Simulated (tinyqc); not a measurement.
Printed widths: electron-beam lithography: double-Gaussian proximity function, edge placement and dose correction for parallel lines. Computed by tinyqc, a small Python program. Command: `OMP_NUM_THREADS=1 python tinyqc.py 3111220 3111221 out.jsonl proximity walk`. One thread of a shared host (Intel(R) Xeon(R) Processor @ 2.30GHz), about 0.01 s of CPU time with the checks.

Lines are infinitely long. Absorbed energy is counted so that the middle of a very large area written at dose 1 receives 1; the resist develops where it exceeds 1/2.

Inputs (values chosen for the exercise, of the order of those for 50 keV electrons in resist on silicon): forward range alpha = 0.018 micrometre; backscatter range beta = 10 micrometre; backscatter ratio eta = 1.

line widths (micrometre): 0.049  0.037  6.1  0.12

gaps between the lines (micrometre): 0.15  0.2  0.2

Method:
- The first line starts at x = 0; each next one starts after the width and the gap.
- f(r) = [exp(-r^2/alpha^2)/alpha^2 + eta exp(-r^2/beta^2)/beta^2]/(pi (1 + eta)). A line from a to b at dose d gives E(x) = d [S(alpha) + eta S(beta)]/(1 + eta), S(s) = [erf((b - x)/s) - erf((a - x)/s)]/2.
- M_ij is the mean of E at the two edges of line i from line j at dose 1.
- Uncorrected edge energies are M 1. Solve M d = 1/2 for the doses d that put the mean edge energy of every line at the threshold.
- Edges are the roots of E(x) = 1/2 between a line centre and the middle of the next gap. Three cases: dose 1 everywhere; one common dose equal to the mean of d; the corrected doses.

Lines (micrometre):
```
line  left edge  right edge  centre
1         0.000       0.049  0.0245
2         0.199       0.236  0.2175
3         0.436       6.536  3.4860
4         6.736       6.856  6.7960
```

corrected doses: 1 1.24618, 2 1.24130, 3 1.22606, 4 1.23716

Width error, printed less drawn (nm):
```
line  drawn width (nm)   dose 1  mean dose  corrected
1                   49  -12.842   -0.04210   1.90e-05
2                   37  -13.150    0.08737   1.30e-05
3                 6100  -12.218    0.48107          0
4                  120  -12.551    0.19287   4.40e-05
```

What follows from these numbers?

With the common mean dose the errors span 0.5 nm. With corrected doses the largest error is below 0.01 nm.

Extremes, crossings and ranges named in words are read from the listed rows.
